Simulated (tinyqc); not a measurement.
Inside a calculation: five-level k.p model folded onto the conduction band. Values are carried at full precision from step to step, so a last printed digit may differ when a step is redone from the rounded ones.

Second-order sums for the lowest conduction level at E: 1/m = 1 + Cm + (Ep/3)(2/E + 1/(E + Dso)) - (Ep2/3)(2/(E7 + D2 - E) + 1/(E7 - E)); g/2 = 1 + Cg - (Ep/3)(1/E - 1/(E + Dso)) - (Ep2/3)(1/(E7 - E) - 1/(E7 + D2 - E)). E is counted from the top of the valence band; E = Eg at the edge.

Constants: hbar^2/2m0 = 3.80998211 eV angstrom^2.

Parameters, chosen for this exercise (near those of InAs; the results hold for these values, not for the real material):
```
symbol  value  unit        meaning
Eg      0.406  eV          gap at Gamma to the s-like level
Dso     0.389  eV          spin-orbit splitting
Ep      22     eV          Kane energy
E7      4.42   eV          upper Gamma7 conduction level, from the valence top
D2      0.16   eV          its spin-orbit splitting, Gamma8 above Gamma7
Ep2     5.3    eV          Kane energy to the upper levels
Cm      -2                 remote term in 1/m
Cg      -0.02              remote term in g/2
k       0.021  1/angstrom  wave vector along z
```

## Mass and g factor term by term

Evaluate at E = Eg.

Terms:
```
level           part of 1/m  part of g
free + remote       -1.0000     1.9600
Gamma8 valence      36.1248   -36.1248
Gamma7 valence       9.2243    18.4486
Gamma8 upper        -0.8465     0.8465
Gamma7 upper        -0.4401    -0.8803
```

m = 0.0232 m0
g = -15.750

The valence levels give 45.35 to 1/m and the upper levels take 1.29 away. In g the two valence terms nearly cancel when Dso is small against Eg; here Dso/Eg = 0.96 and they leave -17.676, the upper pair -0.034.

## The matrix at one k

For k along z and one spin sector the level c couples to four states. With c0 = hbar^2/2m0, P = sqrt(Ep c0), P2 = sqrt(Ep2 c0): diagonal Eg + (1 + Cm) c0 k^2 for c, and 0, -Dso, E7 + D2, E7 for lh, so, G8 up, G7 up (their own dispersion is left out); couplings of c: sqrt(2/3) P k to lh, sqrt(1/3) P k to so, sqrt(2/3) P2 k to G8 up, sqrt(1/3) P2 k to G7 up (phases chosen real).

Fill in the matrix.

H (eV), lower triangle:
```
             c  lh        so    G8 up    G7 up
c      0.40432
lh     0.15698   0
so     0.11100   0  -0.38900
G8 up  0.07705   0         0  4.58000
G7 up  0.05448   0         0        0  4.42000
```

## Exact folding onto c

Solve E = H_cc + S(E), S(E) = sum_j H_cj^2/(E - H_jj), from E = H_cc, by plain substitution and by Newton steps on E - H_cc - S(E). The weight of c in the state is Z = 1/(1 - dS/dE). The exact level is the third eigenvalue of H from below.

Iterates (eV):
```
step  substitution   Newton
0          0.40432  0.40432
1          0.47864  0.46780
2          0.46781  0.46903
3          0.46918  0.46903
4          0.46901  0.46903
5          0.46903  0.46903
6          0.46903  0.46903
7          0.46903  0.46903
```

exact level = 0.46903 eV
Z = 0.8855

Substitution multiplies the error by about dS/dE = 1 - 1/Z = -0.129 a step, so it alternates; after 7 steps it is off by 4.4e-08 eV, while Newton is within 1e-5 eV from step 2 on.

## Loewdin series

Expanding E = H_cc + S(E) about Eg in powers of k^2, with s_n = sum_j H_cj^2/(Eg - H_jj)^n: order k^2: e2 = (1 + Cm) c0 k^2 + s1; order k^4: e4 = -s2 e2; order k^6: e6 = s3 e2^2 + s2^2 e2.

Give each order and the partial sums, counted from Eg.

s1 (eV), s2 (no unit), s3 (1/eV); (1 + Cm) c0 k^2 is H_cc - Eg: 0.07403  0.16952  0.39262

e2, e4, e6 (eV): 0.07235  -0.01227  0.00413

partial sums (eV): 0.07235  0.06009  0.06422

The exact value is 0.06303 eV; the errors of the partial sums are +9.33, -2.94 and +1.20 meV.

## Checks

- Curvature of the exact level at small k against the sum for 1/m: both 43.062.

Program tinyqc; command `OMP_NUM_THREADS=1 python tinyqc.py 1050477 1050478 out.jsonl`; about 0.01 s on one thread of a shared Intel(R) Xeon(R) Processor @ 2.30GHz.
